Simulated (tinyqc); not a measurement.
What each parameter of the potential does: deformation potentials from a strained empirical pseudopotential.

Diamond lattice, no spin-orbit coupling. Atomic form factor V(q) = a1 (q^2 - a2)/(a3 exp(a4 q^2) - 1) in rydberg with q in 1/bohr, for the unstrained cell. Under a strain e the reciprocal vectors and k go over into (1 + e)^(-1) G, the atoms sit at +/- tau with tau = (1 + e) a (1,1,1)/8 - zeta a (eyz, ezx, exy)/4, and H(G,G') = c |k + G|^2 delta + (V(q)/det(1 + e)) cos(q.tau), q = G - G', with the term q = 0 left out; c = hbar^2/2m0. The basis is fixed before straining: all G with |k + G|^2 up to 16 (2 pi/a)^2. k is given in units of 2 pi/a of the unstrained cell.

Constants: hbar^2/2m0 = 3.80998211 eV angstrom^2; Ry = 13.60569312 eV; a0 (Bohr radius) = 0.5291772105 angstrom.

Parameters, chosen for this exercise (a germanium-sized cell with gaps well above those of Ge; shifted at random, so the results belong to these values and not to a real crystal): a = 5.657 angstrom (lattice constant); a1 = 0.4; a2 = 2.411; a3 = 2.071; a4 = 0.457; kD = 0.82 2 pi/a (position of the Delta minimum).

Gaps from the valence top to level 5 at Gamma and level 5 at (kD,0,0) and L, and their deformation potentials [E(+h) - E(-h)]/(3 ln((1 + h)/(1 - h))) for e = +/- h 1, h = 0.002. The row for the lattice constant keeps V(q) without the volume factor, so it is not a strain.

Results for these values:
```
case  Gamma (eV)  Delta (eV)  L (eV)  potential Gamma (eV)  potential Delta (eV)  potential L (eV)
base       1.664       1.196   1.129                 -8.85                  0.90             -2.87
```

What happens to each result for a4 = 0.462, all else kept?

Answer: Gamma falls from 1.664 to 1.603; Delta falls from 1.196 to 1.122; L falls from 1.129 to 1.068; potential Gamma rises from -8.85 to -8.70; potential Delta rises from 0.90 to 0.98; potential L rises from -2.87 to -2.77.

The same for each parameter in turn:
```
case                Gamma (eV)  Delta (eV)  L (eV)  potential Gamma (eV)  potential Delta (eV)  potential L (eV)
base                     1.664       1.196   1.129                 -8.85                  0.90             -2.87
a = 5.714 angstrom       1.462       1.430   1.181                 -9.03                  0.59             -3.07
a1 = 0.404               1.687       1.266   1.176                 -8.93                  0.87             -2.90
a2 = 2.435               1.526       1.258   1.112                 -8.89                  0.84             -2.91
a3 = 2.05                1.686       1.293   1.191                 -8.95                  0.88             -2.90
a4 = 0.462               1.603       1.122   1.068                 -8.70                  0.98             -2.77
```

Computed by tinyqc, a small Python program: `OMP_NUM_THREADS=1 python tinyqc.py 1880693 1880694 out.jsonl` (the numbers bound the seed that draws the inputs); one thread of a shared host (Intel(R) Xeon(R) Processor @ 2.30GHz), about 0.2 s for the whole set of steps.
